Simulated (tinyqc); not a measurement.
Two-band k.p model of the X valleys of a zinc-blende crystal: sweeps and comparisons. A value that a table varies takes the place of the one given here.

k along the valley axis, counted from X, c = hbar^2/2m0, e = c k^2/ml. H = [[e - D/2, i P k], [-i P k, e + D/2]] with P^2 = D0 c/ml, so E = e -/+ sqrt(D^2/4 + D0 e). For D = 0 (diamond lattice) the bands cross at X.

With x = D/D0: for x < 1 the minima lie at k_m = sqrt(ml D0 (1 - x^2)/(4 c)), the hump at X has the height dE = (D0/4)(1 - x)^2 and the mass at the minimum is ml/(1 - x^2); the mass at X is ml/(1 - 1/x), negative for x < 1. For x > 1 the minimum is at X.

Thermal masses along the axis for one X point, lower band, E from the minimum, on 1601 points from -0.8 to 0.8 1/angstrom: density-of-states mass m_d = c I^2/(pi kT), I = integral of exp(-E/kT) dk; conductivity mass m_c = 2 c kT/<(dE/dk)^2> with central differences.

Constants: hbar^2/2m0 = 3.80998211 eV angstrom^2; kB = 8.617333262e-05 eV/K.

Values chosen for the exercise (of the order of those of GaP; not measured data):
```
symbol  value  unit  meaning
D0      0.432  eV    coupling energy
ml      0.955  m0    mass along the axis from remote bands
D       0.352  eV    splitting of the two conduction levels at X
T       300    K     temperature
```

## From the diamond lattice to a polar crystal

D is varied at fixed D0 and ml.

Results:
```
x     D (eV)  k_m (1/angstrom)  dE (meV)  mass at the minimum
0.00   0.000            0.1645    108.00                0.955
0.30   0.130            0.1570     52.92                1.049
0.60   0.259            0.1316     17.28                1.492
0.80   0.346            0.0987      4.32                2.653
0.90   0.389            0.0717      1.08                5.026
1.10   0.475            0.0000      0.00               10.505
1.30   0.562            0.0000      0.00                4.138
2.00   0.864            0.0000      0.00                1.910
4.00   1.728            0.0000      0.00                1.273
```

What can be read from the table?

At D = 0 the minima lie 0.1645 1/angstrom from X under a cusp of D0/4 = 108 meV, the pattern of silicon. The hump shrinks as (1 - x)^2, faster than k_m, so at x = 0.9 it is only 1.08 meV although k_m is still 44 % of its first value. The mass diverges at x = 1 from both sides (5.03 at 0.9, 10.50 at 1.1), where the band is quartic.

## Temperature

Thermal masses against T.

Results:
```
T (K)  kT (meV)     m_d    m_c
10         0.86  12.578  3.237
20         1.72  13.719  3.717
50         4.31  13.033  4.114
100        8.62  10.537  3.833
200       17.23   7.818  3.270
300       25.85   6.467  2.925
500       43.09   5.093  2.532
```

What can be read from the table?

m_d goes from 12.578 to 5.093 and m_c goes from 3.237 to 2.532; m_d peaks in between, at 13.719 for 20 K among these rows; m_c peaks in between, at 4.114 for 50 K among these rows. The limits are 4 x 2.842 and 2.842 for kT far below dE = 3.70 meV, and ml = 0.955 for both at kT far above D0; near kT = dE the flat region between the minima can push both above the first limit. No single longitudinal mass describes such a valley, so values from cyclotron resonance, donor spectra and carrier densities differ.

## What each parameter does

Shape of the lower band and thermal masses. Each row changes one parameter from the base and keeps the others.

Results:
```
case            k_m (1/angstrom)  dE (meV)  m_d (m0)  m_c (m0)
base                      0.0954     3.704     6.467     2.925
D = 0.3414 eV             0.1008     4.750     6.515     2.881
D0 = 0.419 eV             0.0879     2.678     6.290     2.935
ml = 0.9263 m0            0.0939     3.704     6.272     2.838
T = 309 K                 0.0954     3.704     6.377     2.901
```

What can be read from the table?

The largest shifts from the base row, up to three for each result and ties (the steps differ in size, so this ranks the rows, not the parameters). k_m (1/angstrom): D0 -0.0075, D +0.0054, ml -0.0014; unchanged at the printed digits by T. dE (meV): D +1.047, D0 -1.025; unchanged at the printed digits by ml and T. m_d (m0): ml -0.194, D0 -0.177, T -0.089. m_c (m0): ml -0.088, D -0.045, T -0.024.

Run: tinyqc, `OMP_NUM_THREADS=1 python tinyqc.py 1881057 1881058 out.jsonl`; Intel(R) Xeon(R) Processor @ 2.30GHz, one thread, shared host; about 0.01 s of CPU time with all checks.
